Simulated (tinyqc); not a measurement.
Wannier functions of a composite (isolated) pair of valence bands (bonds of an sp chain): one step. The Hamiltonian in the new basis. Two cases, with inputs chosen for the exercise.

Question. H_W = w^+ H w; its eigenvalues must be the two filled levels.

Case 1.

H(k) (eV):
```
                    A<         A>         B<                  B>
A<                   0  -1.190000          0  3.187527+2.315874i
A>           -1.190000          0  -4.440000                   0
B<                   0  -4.440000          0           -0.780000
B>  3.187527-2.315874i          0  -0.780000                   0
```

w:
```
                     1                    2
A<  0.075865+0.018672i  -0.571239-0.409367i
A>  0.702765+0.004071i  -0.072347-0.029496i
B<  0.702753-0.005814i   0.072779+0.028413i
B>  0.072785-0.028400i   0.702747+0.006543i
```

Case 2.

H(k) (eV):
```
           A<         A>         B<          B>
A<          0  -1.630000          0  -4.000000i
A>  -1.630000          0  -2.690000           0
B<          0  -2.690000          0   -0.940000
B>  4.000000i          0  -0.940000           0
```

w:
```
                     1                    2
A<  0.087827-0.052338i  -0.027246+0.699146i
A>  0.698517-0.040226i  -0.051751+0.088193i
B<  0.699425+0.018758i   0.057997-0.084198i
B>  0.058271+0.084027i   0.699559-0.012705i
```

Give: H_W(k); eigenvalues.

Answer.

Case 1.

H_W(k) (eV):
```
              1             2
1        -4.544  0.093+0.343i
2  0.093-0.343i        -4.044
```

eigenvalues (eV): -4.729  -3.860

Case 2.

H_W(k) (eV):
```
               1              2
1         -2.827  -0.420-0.809i
2  -0.420+0.809i         -4.138
```

eigenvalues (eV): -4.605  -2.360

Computed by tinyqc, one run a case: `OMP_NUM_THREADS=1 python tinyqc.py N N+1 out.jsonl` with N = 1481202, 1481634; one thread of a shared Intel(R) Xeon(R) Processor @ 2.30GHz, about 0.4 s a run at most.
